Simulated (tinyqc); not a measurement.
Numerical transform against the formula: Lorentz oscillators and the Kramers-Kronig relations.

eps(E) = 1 + sum_j S_j/(E0_j^2 - E^2 - i G_j E).

Kramers-Kronig: eps1(E) = 1 + (2/pi) P integral_0^infinity E1 eps2(E1)/(E1^2 - E^2) dE1. Maclaurin rule on the grid E_j = j h, j = 1 .. M: eps1(E_i) = 1 + (4 h/pi) sum over j with j - i odd of E_j eps2(E_j)/(E_j^2 - E_i^2); nothing is added above E_M.

Inputs chosen for the exercise (line positions loosely like those of GaN; Lorentz tails absorb below the gap, where the real solid is clear; the results hold for these values, not for the real material): E0 = (4.43, 7.28, 9.14) eV (resonances); G = (1.34, 1.18, 2.32) eV (widths); S = (9.9, 66.1, 109.6) eV^2 (strengths); h = 1 eV (grid step); M = 36 (grid points E_j = j h).

Every third grid point is listed; the error is the transform minus the formula.

Dielectric function:

| E (eV) | eps2 | eps1 formula | eps1 transform | error |
|---|---|---|---|---|
| 2.00 | 0.251 | 4.335 | 4.627 | 0.293 |
| 5.00 | 1.732 | 4.341 | 3.844 | -0.497 |
| 8.00 | 5.821 | 0.277 | 0.589 | 0.311 |
| 11.00 | 1.554 | -2.032 | -1.784 | 0.248 |
| 14.00 | 0.318 | -0.411 | -0.530 | -0.119 |
| 17.00 | 0.125 | 0.171 | 0.247 | 0.076 |
| 20.00 | 0.064 | 0.445 | 0.394 | -0.051 |
| 23.00 | 0.038 | 0.600 | 0.636 | 0.036 |
| 26.00 | 0.025 | 0.696 | 0.666 | -0.030 |
| 29.00 | 0.017 | 0.761 | 0.781 | 0.021 |
| 32.00 | 0.012 | 0.806 | 0.785 | -0.021 |
| 35.00 | 0.009 | 0.840 | 0.851 | 0.011 |

How do the results move, and what explains it?

The largest error listed is -0.497 at 5.00 eV. The rule samples every 2h = 2 eV and the narrowest line is 1.18 eV wide, so it is not resolved. The grid ends at 36 eV, where eps2 is still 0.008; the error at the last point listed, nearest the missing tail, is +0.011.

Program tinyqc; command `OMP_NUM_THREADS=1 python tinyqc.py 1651334 1651335 out.jsonl`; about 0.2 s on one thread of a shared Intel(R) Xeon(R) Processor @ 2.30GHz.
